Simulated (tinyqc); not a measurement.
Inside a calculation. Model: finite-size error of a charged defect in a periodic cell: Madelung and Makov-Payne terms. Computed by tinyqc, a small Python program that keeps every step. Command: `OMP_NUM_THREADS=1 python tinyqc.py 3016960 3016961 out.jsonl imagecharge walk`. One thread of a shared host (Intel(R) Xeon(R) Processor @ 2.30GHz), about 0.05 s of CPU time with the checks. Intermediate numbers are printed to about 6 digits and carried at full precision; extremes and crossings named in words are read from the listed rows.

L is the cube root of the cell volume. The defect charge is a Gaussian, rho(r) = q (2 pi sigma^2)^(-3/2) exp(-r^2/2 sigma^2), repeated periodically in a uniform neutralising background and screened by a continuum. The model cell energy is E(L) = E_0 + [periodic - isolated electrostatic energy].

Inputs (values chosen for the exercise, for a model host):
```
quantity                                     value      unit
charge q                                         1         e
cell length L                                 18.9  angstrom
dielectric constant eps                       8.14         -
axis ratio c/a                                1.26         -
width sigma of the defect charge               1.3  angstrom
formation energy of the isolated defect E_0  1.134        eV
```

Supercell lattice: tetragonal. Screening: isotropic.

scatter added to the six cells, standing for numerical noise (meV): 2.8  -0.43  0.046  0.72  -0.16  2.1

Constants: e^2/(4 pi eps_0) = 14.39964548 eV angstrom.

## The cell

Cell vectors: (1,0,0), (0,1,0), (0,0,c/a), scaled to volume L^3.

cell vectors (rows) (angstrom):
```
         1        2        3
1  17.4987   0.0000   0.0000
2   0.0000  17.4987   0.0000
3   0.0000   0.0000  22.0483
```

nearest image = 17.4987 angstrom

## Madelung energy

Ewald sum for a unit point charge: scale each Cartesian component of the cell by 1/sqrt(eps_i), giving R', G' and V'; E = [ (1/2) sum erfc(eta R')/R' + (2 pi/V') sum exp(-G'^2/4 eta^2)/G'^2 - eta/sqrt(pi) - pi/(2 V' eta^2) ] e^2/(4 pi eps_0) / sqrt(eps_x eps_y eps_z), over n_i = -6..6, omitting n = (0,0,0), eta = 2/V'^(1/3). alpha = -2 E eps_g L/(e^2/(4 pi eps_0)), eps_g = (eps_x eps_y eps_z)^(1/3).

terms for a unit charge (eV): real space 0.001899, reciprocal 0.010171, self -0.105614, background -0.036756

Madelung constant alpha = 2.78424

point-charge correction -q^2 E = 0.130299 eV

Cubic cells have alpha = 2.837 (sc) to 2.888 (fcc, bcc); this cell is near that range.

## Energy of the smeared charge in the cell

Periodic energy of the Gaussian: (2 pi q^2/V) sum_(G != 0) exp(-sigma^2 G^2)/(G.eps.G) x e^2/(4 pi eps_0), n_i = -k..k with k = max(9, L/sigma rounded up). Isolated energy: q^2/(2 sqrt(pi) sigma) <1/(n.eps.n)> e^2/(4 pi eps_0), the mean over directions n, here 1/eps.

periodic energy = 0.256349 eV

isolated energy = 0.383866 eV

finite-size error = -0.127517 eV

E(L) = 1.00648 eV

## Makov-Payne correction

Second radial moment Q = q <r^2> = 3 q sigma^2; E(corrected) = E(L) + q^2 alpha e^2/(4 pi eps_0)/(2 eps L) - 2 pi q Q e^2/(4 pi eps_0)/(3 eps L^3). Errors left are the corrected energies less E_0.

Q = 5.07 e angstrom^2

third-order term = -0.00278233 eV

error left after the first term = 0.00278233 eV

error left after both terms = 0 eV

third-order over first-order term, in size = 0.0213534

The point-charge term alone overcorrects by 0.00278 eV, 2 % of itself; both terms together are exact to 1e-7 eV, since the clouds do not overlap.

## A series of cells

Cells of the same shape with L scaled by 0.7, 0.85, 1, 1.25, 1.5 and 2; the scatter is added to E(L). The point-charge correction scales as 1/L from its value at the input L.

Scaling data:
```
L (angstrom)  1/L (1/angstrom)  E(L) (eV)  E(L) + point-charge correction (eV)
13.230               0.0755858    0.95877                              1.14491
16.065               0.0622471    0.98481                              1.13810
18.900               0.0529101    1.00653                              1.13683
23.625               0.0423280    1.03191                              1.13614
28.350               0.0352734    1.04780                              1.13466
37.800               0.0264550    1.07130                              1.13645
```

## Ways to reach the isolated limit

Least-squares fits of E(L) to a + b/L, a + c/L^3 or a + b/L + c/L^3; the estimate is a, and errors are against E_0.

Estimates of E_0:
```
way                              estimate (eV)  error (meV)
largest cell, uncorrected              1.07130     -62.7018
largest cell, point-charge term        1.13645       2.4478
1/L fit, three smallest                1.11661     -17.3897
1/L fit, all six                       1.12964      -4.3595
1/L^3 fit, all six                     1.05752     -76.4771
1/L and 1/L^3, three smallest          1.16245      28.4475
1/L and 1/L^3, all six                 1.14131       7.3070
corrected data, 1/L^3 fit              1.13434       0.3354
```

coefficient b of the full fit = -2.68617 eV angstrom

Best here: corrected data, 1/L^3 fit (+0.3 meV); worst: 1/L^3 fit, all six (-76 meV). The fitted b is 109.1 % of the Madelung value -q^2 alpha e^2/(8 pi eps_0 eps_g). The three-term fit to three small cells has no spare point and magnifies the scatter.

Checks made by the program: the same sum with another eta (relative difference below 1e-10); both terms against the exact model when the clouds do not overlap (relative difference below 1e-10).
